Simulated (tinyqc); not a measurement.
Inside a calculation. Model: floating body of a partially depleted SOI transistor: body voltage and kink.

tinyqc, about 0.2 s, one thread, Intel Xeon 2.30GHz (shared host): `OMP_NUM_THREADS=1 python tinyqc.py 2182232 2182233 out.jsonl` Printed values are rounded.

Source at 0 V. Channel current Ic = 2 nf K Vt^2 [F(0) - F(Vd)](1 + la Vd), F(V) = ln^2(1 + exp((Vg - VT - nf V)/(2 nf Vt))), VT = VT0 - gb Vb. Saturation voltage Vs = 2 Vt sqrt(F(0)) + 3 Vt, excess Ve = (Vd - Vs + sqrt((Vd - Vs)^2 + 0.0004 V^2))/2, multiplication M1 = Ai Ve exp(-Bl/Ve). Each junction passes D(v) = J1 (exp(v/Vt) - 1) + J2 (exp(v/(2 Vt)) - 1). Bipolar current Ib = bb J1 (exp(Vb/Vt) - 1). The body settles where M1 (Ic + Ib) = D(Vb) + D(Vb - Vd) + Vb/Rb; drain current Id = (1 + M1)(Ic + Ib) - D(Vb - Vd).

Inputs (values chosen for the exercise); values of the order met in partially depleted silicon-on-insulator transistors:
```
symbol    value         unit                                                                                            meaning
T           358            K                                                                                        temperature
VT0        0.53            V                                                                     threshold at zero body voltage
gb         0.34                                                                  fall of the threshold per volt of body voltage
nf         1.33                                                                                                    slope factor
K           280  uA/(V^2 um)                                                                              gain factor per width
la         0.08          1/V                                                                   channel-length modulation factor
Ai         1.63          1/V                                                                        impact-ionisation prefactor
Bl          5.3            V                                                                          impact-ionisation voltage
J1      8.7e-12        uA/um                                                      diffusion saturation current of each junction
J2         2e-7        uA/um                                                  recombination saturation current of each junction
bb            1                                                 gain of the lateral bipolar transistor on the diffusion current
Rb          1e9      kohm um  resistance of a weak body tie to the source (1e9 stands for no tie, and the term is then dropped)
Vg         0.64            V                                                                                       gate voltage
Vd            1            V                                                                                      drain voltage
```

Constants: q = 1.602176634e-19 C, kB = 1.380649e-23 J/K, Vt = kB T/q. Results are converted to the units shown.

Range of the model: The multiplication law is an empirical form chosen for the exercise; self-heating and capacitive coupling to the body are left out, and the linear laws are rough once Vb passes about 0.7 V or M1 about 0.1.

## Starting value

Vb = 0.51 V.

Vb at the start = 0.51 V

## Iteration 1: new Vb

Current into the body I_in = M1 (Ic + Ib) - D(Vb - Vd), current out I_out = D(Vb) + Vb/Rb; f = ln(I_in/I_out), s = df/dVb by central differences over 1e-5 V, Vb(new) = Vb - f/s.

Ic = 9.29603 uA/um
Ve = 0.692590 V
M1 = 5.36109e-4
I_in = 0.00498396 uA/um
I_out = 9.09057e-4 uA/um
f = 1.70157
s = -19.3459 1/V
Vb after iteration 1 = 0.597955 V

## Iteration 2: new Vb

As before.

Ic = 11.2866 uA/um
Ve = 0.670690 V
M1 = 4.04373e-4
I_in = 0.00456514 uA/um
I_out = 0.00551168 uA/um
f = -0.188422
s = -24.1041 1/V
Vb after iteration 2 = 0.590138 V

## Iteration 3: new Vb

As before.

Ic = 11.1012 uA/um
Ve = 0.672645 V
M1 = 4.14970e-4
I_in = 0.00460759 uA/um
I_out = 0.00461712 uA/um
f = -0.00206736
s = -23.5772 1/V
Vb after iteration 3 = 0.590050 V

## Course of the iteration

Stop when the step is below 1e-10 V, or after 40 iterations.

Course of the iteration:
```
iteration  Vb before the step (V)  step (V)
1                            0.51    0.0880
2                        0.597955  -7.82e-3
3                        0.590138  -8.77e-5
4                        0.590050  -1.09e-8
5                        0.590050   < 1e-14
```

Converged in 5 iterations.

## Drain current with floating and with grounded body

converged Vb = 0.590050 V

Id and VT at the converged Vb, Id at Vb = 0, their ratio, and the bipolar share Ib/(Ic + Ib).

VT = 0.329383 V
Id, floating = 11.1055 uA/um
Id, grounded = 1.89771 uA/um
ratio = 5.85203
bipolar share = 0.0158727 %

The body rises to 0.590 V and lowers the threshold by 201 mV.
